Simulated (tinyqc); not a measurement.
What each parameter does: two-band massive Dirac model of the K valleys.

Basis (conduction, valence): H = [[D/2, a t (tau kx - i ky)], [a t (tau kx + i ky), -D/2 + lam tau sz]], valley tau = +/-1, spin sz = +/-1. The gap of a spin and valley is G = D - lam tau sz. Berry curvature Omega = curl of i<u|grad u>; for the conduction band Omega_c = -tau 2 a^2 t^2 G/(G^2 + 4 a^2 t^2 k^2)^(3/2), and Omega_v = -Omega_c.

Constants: hbar^2/2m0 = 3.80998211 eV angstrom^2.

Parameters, chosen for this exercise (near those used for monolayer WS2; not measured data): a = 3.19 angstrom (lattice constant); D = 1.75 eV (gap parameter); t = 1.34 eV (effective hopping); lam = 0.188 eV (half the valence spin splitting).

Flavour tau = sz = +1 at k = 0: gap G, mass c G/(a t)^2 with c = hbar^2/2m0, Omega_c, and the B - A splitting 2 lam. Each row changes one parameter from the base and keeps the others.

Results:
```
case                 G (eV)  mass (m0)  Omega_c (angstrom^2)  B - A (eV)
base                 1.5620     0.3257               -14.978      0.3760
a = 3.2538 angstrom  1.5620     0.3130               -15.583      0.3760
D = 1.575 eV         1.3870     0.2892               -18.996      0.3760
t = 1.206 eV         1.5620     0.4021               -12.132      0.3760
lam = 0.282 eV       1.4680     0.3061               -16.958      0.5640
```

The largest shifts from the base row, up to three for each result and ties (the steps differ in size, so this ranks the rows, not the parameters). G (eV): D -0.1750, lam -0.0940; unchanged at the printed digits by a and t. mass (m0): t +0.0764, D -0.0365, lam -0.0196. Omega_c (angstrom^2): D -4.018, t +2.846, lam -1.980. B - A (eV): lam +0.1880; unchanged at the printed digits by a, D and t. The mass goes as G/(a t)^2 and the curvature as (a t)^2/G^2, so their product is -2c/G.

tinyqc: `OMP_NUM_THREADS=1 python tinyqc.py 1480321 1480322 out.jsonl`; about 0.01 s, one thread, shared Intel(R) Xeon(R) Processor @ 2.30GHz.
